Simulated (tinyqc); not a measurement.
Bottom-up copper filling of a trench by curvature-enhanced accelerator coverage: one step, computed by the program tinyqc.

A rectangular trench keeps vertical walls and a flat floor. An accelerator floats on the surface; where area is lost in the corners it is passed on to the floor.

Question. Velocities. Kinetic current i_k = [i_0 (1 - theta) + i_1 theta] exp(alpha eta/(k_B T)), limit i_L = 2 F D C/delta, i = 1/(1/i_k + 1/i_L); velocity v = i Omega/(2F), Omega = 7.11 cm^3/mol, F = e N_A. Depletion inside the trench is ignored.

Inputs (values chosen for the exercise, close to those used for damascene copper plating):
```
quantity                                         value     unit
exchange current of the suppressed surface i_0   0.038  mA/cm^2
exchange current of the accelerated surface i_1    3.6  mA/cm^2
transfer coefficient alpha                        0.52        -
overpotential eta                                0.085        V
starting coverage theta_0                        0.022        -
cupric ion concentration C                        0.28    mol/l
diffusivity D                                    5e-06   cm^2/s
boundary layer delta                                31       um
temperature T                                      298        K
```

Constants: e = 1.602176634e-19 C; N_A = 6.02214076e+23 1/mol; k_B = 8.617333262e-05 eV/K.

Give: limiting current i_L; velocity at theta = 0; velocity at theta_0; velocity at theta = 1; ratio v(1)/v(theta_0).

Answer.

limiting current i_L = 87.148 mA/cm^2

velocity at theta = 0 = 0.078094 nm/s

velocity at theta_0 = 0.23795 nm/s

velocity at theta = 1 = 6.0248 nm/s

ratio v(1)/v(theta_0) = 25.320
